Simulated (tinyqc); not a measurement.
Valence-band offset from core levels (Kraut method), with the dipole against the affinity rule: two steps of the calculation.

Binding energies are counted downwards from the Fermi level. dEv > 0 means that the valence edge of B lies below that of A, dEc > 0 that the conduction edge of B lies above that of A; dEc + dEv = EgB - EgA. The spectra are made-up values treated as data.

Parameters, values chosen for the exercise; gaps and affinities close to those of 4H silicon carbide (A) and hafnium oxide (B): gap of the substrate A EgA = 3.24 eV; gap of the overlayer B EgB = 6.01 eV; core level of bare A cA = 71.87 eV; core level of thick B cB = 88.49 eV; valence-band maximum of thick B vB = 2.5 eV; core level of A under a thin film of B iA = 71.86 eV; core level of B in that thin film iB = 89.46 eV; background counts in the gap bg = 78.

Question 1. Valence-band maximum of bare A. Fit a straight line to the leading edge by least squares; the maximum vA lies where it meets the background.

```
point  binding energy (eV)  counts on the leading edge
0                      2.5                         173
1                     2.62                         218
2                     2.74                         262
3                     2.86                         309
4                     2.98                         358
5                      3.1                         402
```

Wanted: slope; intercept; vA.

Answer 1.

slope = 383.8 counts/eV
intercept = -787.7 counts
vA = 2.255 eV

Question 2. Offsets. dEv = (iB - iA) - (cB - vB) + (cA - vA), dEc = EgB - EgA - dEv.

vA = 2.2554591 eV

Give: cA - vA; cB - vB; iB - iA; dEv; dEc.

Answer 2.

cA - vA = 69.615 eV
cB - vB = 85.990 eV
iB - iA = 17.600 eV
dEv = 1.2245 eV
dEc = 1.5455 eV

The alignment is type I (straddling). Both offsets exceed 1 eV, the usual requirement for a gate dielectric. A rigid shift of all levels, by charging or doping, cancels in the differences.

Numbers from tinyqc (`OMP_NUM_THREADS=1 python tinyqc.py 2410135 2410136 out.jsonl`; about 0.01 s on one thread of a shared Intel Xeon 2.30GHz).
